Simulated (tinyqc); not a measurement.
Three-phonon processes in a diatomic chain: dispersion, energy and momentum conservation, and decay channels of optical phonons: one step, computed by the program tinyqc.

Cell length a, two atoms, one spring constant. x = q a/pi runs from -1 to 1; A and O are the acoustic and optical branches. Matrix elements are not computed: only conservation laws and occupation factors are followed.

Problem. Dispersion. omega^2 = k (1/m + 1/M) -/+ k sqrt((1/m + 1/M)^2 - 4 sin^2(pi x/2)/(m M)); nu = 15.6333042 THz x sqrt(omega^2) for eV/(angstrom^2 u).

Inputs (values chosen for the exercise, for a model chain): light mass m = 31 u; heavy mass M = 47.4 u; spring constant k = 3 eV/angstrom^2.

Constants: nu for 1 eV/(angstrom^2 u) = 15.6333042 THz.

Give: the table «Branches» with the columns nu_A (THz), nu_O (THz), for x = 0.10, 0.20, 0.35, 0.50, 0.65, 0.80, 0.90, 1.00.

Solution.

Branches:
```
x     nu_A (THz)  nu_O (THz)
0.10       0.679       8.819
0.20       1.352       8.741
0.35       2.343       8.529
0.50       3.295       8.209
0.65       4.186       7.792
0.80       4.974       7.314
0.90       5.383       7.018
1.00       5.562       6.878
```
